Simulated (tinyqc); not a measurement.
On-chip interconnect, size-dependent resistivity and RC delay: one step of the calculation.

A rectangular line between two neighbours and two ground planes. Surface and grain-boundary scattering are added to the bulk resistivity as corrections; capacitances are parallel-plate values without fringing; inductance is ignored.

Problem. Ladder and Elmore delays. 6 equal pi sections: series Rs = r Lw/6; node capacitances c Lw/6, halved at nodes 0 and 6, with Cl added to node 6; Rd feeds node 0. Elmore delay of node k: the sum, over the resistors on the path to k, of resistance times all capacitance downstream of it.

Values chosen for this exercise; metal values close to those of copper:

| symbol | value | unit | meaning |
|---|---|---|---|
| Lw | 14 | um | line length |
| Rd | 1400 | ohm | driver resistance |
| Cl | 0.32 | fF | load capacitance |

r = 17.649371 ohm/um
c = 0.067586967 fF/um

Find: Rs; C; Elmore delay.

Solution.

Rs = 41.182 ohm

| node | C (fF) | Elmore delay (ps) |
|---|---|---|
| 0 | 0.078851 | 1.7727 |
| 1 | 0.15770 | 1.8216 |
| 2 | 0.15770 | 1.8640 |
| 3 | 0.15770 | 1.8999 |
| 4 | 0.15770 | 1.9293 |
| 5 | 0.15770 | 1.9522 |
| 6 | 0.39885 | 1.9687 |

The far-end value equals Rd (c Lw + Cl) + r Lw (c Lw/2 + Cl) for any number of pi sections; the line resistance contributes 9.95 % of it.

Range of the model: The metal width is under the mean free path, where the thick-limit surface term and the simple sum of corrections lose accuracy.

Computed by the program tinyqc: `OMP_NUM_THREADS=1 python tinyqc.py 2100075 2100076 out.jsonl`, one thread of a shared Intel Xeon 2.30GHz, about 0.01 s for the whole run.
